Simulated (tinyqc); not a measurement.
Error of the time step: velocity overshoot from momentum and energy balance equations after a field step. Computed by tinyqc, a small Python program. Command: `OMP_NUM_THREADS=1 python tinyqc.py 3020015 3020016 out.jsonl overshoot walk`. One thread of a shared host (Intel(R) Xeon(R) Processor @ 2.30GHz), about 0.04 s of CPU time with the checks.

At t = 0 the field jumps from 0 to F in a uniform sample. v is the drift velocity and u = w - (3/2) k_B T the excess energy per carrier.

Inputs (values chosen for the exercise, modelled on electrons in germanium except for tau_E):
```
quantity                      value        unit
effective mass m               0.12         m_0
low-field mobility mu_0        3800  cm^2/(V s)
saturation velocity v_s        0.64    1e7 cm/s
energy relaxation time tau_E    0.8          ps
field after the step F           13       kV/cm
lattice temperature T           300           K
time step dt                    3.6          fs
```

Scheme: implicit in the damping.

Constants: m_0 = 9.1093837015e-31 kg; e = 1.602176634e-19 C; k_B = 8.617333262e-05 eV/K.

Method:
- dv/dt = e F/m - v/tau_m(u), du/dt = e F v - u/tau_E, tau_m(u) = tau_0/(1 + c u), tau_0 = m mu_0/e, c = mu_0/(e tau_E v_s^2); this choice gives the steady state v (1 + mu_0 F v/v_s^2) = mu_0 F, which saturates at v_s. Steady velocity v = 2 mu_0 F/(1 + sqrt(1 + 4 (mu_0 F/v_s)^2)); u = e F v tau_E; carrier temperature T + 2u/(3 k_B), neglecting the drift energy m v^2/2.
- Step: v_new = (v + dt e F/m)/(1 + dt/tau_m(u)), u_new = (u + dt e F v_new)/(1 + dt/tau_E). Start v = u = 0; the distance adds dt (v + v_new)/2.
- The peak velocity is recomputed with dt/2 and dt/4 and by an adaptive Runge-Kutta method (tolerance 1e-9).

tau_0 = 259.265 fs

acceleration e F/m = 0.0190539 1e7 cm/s per fs

c = 115.967 1/eV

steady velocity = 0.599884 1e7 cm/s

Peak velocity:
```
step      v_peak (1e7 cm/s)  error (%)
dt                   1.5714   -0.25029
dt/2                 1.5733   -0.12962
dt/4                 1.5743   -0.06571
adaptive             1.5754    0.00000
```

What follows from these numbers?

The implicit scheme puts the peak 0.25 % too low; halving dt divides the error by 1.93, as a first-order method should.

Extremes, crossings and ranges named in words are read from the listed rows.
